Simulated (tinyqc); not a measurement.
Two coupled magnetic layers: synthetic antiferromagnet, spin flop, exchange bias and magnetoresistance: one step, computed by the program tinyqc. Command: `OMP_NUM_THREADS=1 python tinyqc.py 3003314 3003315 out.jsonl saf walk`. One thread of a shared host (Intel(R) Xeon(R) Processor @ 2.30GHz), about 0.3 s of CPU time with the checks.

Moments lie in the plane at the angles p1, p2 from the field. Energy per area: E = J1 cos(p1 - p2) + J2 cos^2(p1 - p2) - B M_s (t1 cos p1 + t2 cos p2) + K (t1 sin^2 p1 + t2 sin^2 p2).

Question. Saturation field. The parallel state is stable while the Hessian at p1 = p2 = 0 is positive: with c = J1 + 2 J2 and u = B M_s + 2K, (u t1 - c)(u t2 - c) > c^2, so B_sat M_s = c (1/t1 + 1/t2) - 2K. B_K = 2K/M_s.

Inputs (values chosen for the exercise, for a model stack): saturation magnetisation M_s = 1480 kA/m; thickness t1 = 4.8 nm; thickness t2 = 4.8 nm; antiferromagnetic coupling J1 = 0.26 mJ/m^2; biquadratic coupling J2 = 0 mJ/m^2; in-plane anisotropy K = 5.6 kJ/m^3; field over the saturation field = 0.62.

Field direction: along the easy axis.

Give: exchange field c (1/t1 + 1/t2)/M_s; B_K; saturation field B_sat; applied field B.

Answer.

exchange field c (1/t1 + 1/t2)/M_s = 73.198 mT

B_K = 7.5676 mT

saturation field B_sat = 65.631 mT

applied field B = 40.691 mT
